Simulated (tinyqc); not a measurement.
# Debye-Callaway model of lattice thermal conductivity, step by step

A worked calculation. Computed by tinyqc, a small Python program that keeps every step. Command: `OMP_NUM_THREADS=1 python tinyqc.py 3002511 3002512 out.jsonl callaway walk`. One thread of a shared host (Intel(R) Xeon(R) Processor @ 2.30GHz), about 0.01 s of CPU time with the checks. Intermediate numbers are printed to about 6 digits and carried at full precision; extremes and crossings named in words are read from the listed rows.

Three acoustic branches with one velocity v, cut at omega_D = k_B Theta/hbar; x = hbar omega/(k_B T). v and Theta are separate inputs: Theta cuts off the heat-carrying modes, so C need not reach 3 k_B/V. gamma is an effective value that sets the umklapp rate. Heat flows along the film.

Inputs (values chosen for the exercise, modelled on indium phosphide):
```
quantity,value,unit
sound velocity v,3520,m/s
Debye temperature Theta,324,K
volume per atom V,25.3,angstrom^3
mean atomic mass M,72.9,u
effective Grueneisen parameter gamma,1.8,-
umklapp exponent divisor b,2,-
alloy fraction f,0.13,-
mass difference Delta M,40.6,u
film thickness t,0.061,micrometre
specularity p,0.2,-
normal-process factor f_N,0.68,-
temperature T,300,K
probe frequency omega/omega_D,0.75,-
```

Sample: film. Point defects: alloy. Normal processes: included.

Constants: k_B = 1.380649e-23 J/K; hbar = 1.054571817e-34 J s; u = 1.6605390666e-27 kg.

## Mass-fluctuation parameter

For a random alloy on all sites Gamma = f (1 - f) (Delta M/M)^2, with M the mean mass; strain-field scattering is left out. A = V Gamma/(4 pi v^3).

Gamma = 0.0350800

Rayleigh coefficient A = 1.61936e-42 s^3

## Scattering rates at one frequency

Rates: point defects A omega^4; umklapp B omega^2 T exp(-Theta/(b T)) with B = hbar gamma^2/(M v^2 Theta); normal processes f_N B omega^2 T (T/Theta)^2. Film: the bulk time tau of each mode, from the resistive rates above, is multiplied by the Fuchs-Sondheimer factor F = (3/2) int_0^1 (1 - u^2) [1 - (1 - p) (u/d) (1 - E)/(1 - p E)] du, with E = exp(-d/u), d = t/(v tau), by 48 Gauss-Legendre points in z with u = z^4; the boundary rate is defined as 1/(F tau) - 1/tau. The resistive time is tau_R = 1/(boundary + point-defect + umklapp rates), and the free path is v tau_R.

omega = 3.18136e+13 rad/s

Rates:
```
process,rate (1/s),rate x tau_R
boundaries,1.74812e+10,0.00970802
point defects,1.65881e+12,0.921204
umklapp,1.24407e+11,0.0690881
normal,1.24458e+11,0.0691168
```

tau_R = 5.55341e-13 s

free path = 1.95480 nm

The strongest resistive process at this frequency: point defects, 92 % of the resistive rate.

## The integrand on a coarse grid

x runs in ten equal steps to min(Theta/T, 12); g = x^4 e^x/(e^x - 1)^2; tau_C is the inverse of all rates summed; the last column is c tau_C g with c = (k_B/(2 pi^2 v)) (k_B T/hbar)^3.

Integrand:
```
x,g,tau_C (s),c tau_C g (W/(m K))
0.108,0.01165,5.19036e-11,7.2815
0.216,0.04648,2.21172e-11,12.3750
0.324,0.10406,9.74781e-12,12.2123
0.432,0.18375,4.46205e-12,9.8708
0.540,0.28462,2.19105e-12,7.5077
0.648,0.40551,1.16763e-12,5.7004
0.756,0.54508,6.69755e-13,4.3951
0.864,0.70174,4.08499e-13,3.4512
0.972,0.87379,2.62091e-13,2.7571
1.080,1.05934,1.75363e-13,2.2365
```

Among these rows the integrand is largest at x = 0.22.

## Thermal conductivity

kappa_1 = c int tau_C g dx, g = x^4 e^x/(e^x - 1)^2, c = (k_B/(2 pi^2 v)) (k_B T/hbar)^3, over 0 < x < min(Theta/T, 40), by 96 Gauss-Legendre points in s with x = x_max s^2; 1/tau_C = 1/tau_R + 1/tau_N; kappa_2 = c [int (tau_C/tau_N) g dx]^2 / int (tau_C/(tau_N tau_R)) g dx; kappa = kappa_1 + kappa_2. Heat capacity C = 3 c int g dx / v^2; grey free path 3 kappa/(C v); the median free path v tau_C halves kappa_1 when the quadrature points are ordered by free path (each counted at half its weight, interpolated in the logarithm); likewise at 10 % and 90 %.

kappa_1 = 7.22419 W/(m K)

kappa_2 = 0.214600 W/(m K)

kappa = 7.43879 W/(m K)

heat capacity C = 1.15549e+06 J/(m^3 K)

grey free path = 5.48676 nm

median free path = 20.7181 nm

free path at 10 % of kappa_1 = 1.66668 nm

free path at 90 % of kappa_1 = 128.683 nm

The median free path is 3.8 times the grey one: a small share of the heat capacity, at low frequency, carries much of the heat. The middle 80 % of kappa_1 spans a factor 77 in free path. The Callaway term kappa_2 is 2.9 % of the total.

## Leaving out one process at a time

The formulas are those given above.

Conductivity at T:
```
case,kappa (W/(m K)),ratio to all
all processes,7.43879,1
without point defects,37.6878,5.06639
without boundaries,12.9051,1.73484
```

Removing point defects raises kappa most, by a factor 5.07; removing boundaries gives only 1.73.

## Conductivity against temperature

The formulas are those given above.

Kappa (W/(m K)):
```
T (K),all processes,without point defects
19,2.52800,18.7254
32,4.79042,51.3401
55,7.27944,103.121
97,8.92812,110.193
160,9.04186,76.4338
260,7.96070,44.8399
420,5.94808,24.6543
```

kappa peaks among these rows at 160 K (T/Theta = 0.494) with 9.04 W/(m K). The exponent d ln kappa/d ln T is 1.23 at the cold end and -0.61 at the hot end, flatter than 1/T since point defects or boundaries still cut part of the spectrum. The normal rate is taken to grow as T^3 at all T, which overstates it above Theta. Point defects cost most at 55 K, a factor 14.2.

Checks made by the program: heat capacity against the Debye function (relative difference below 1e-10).
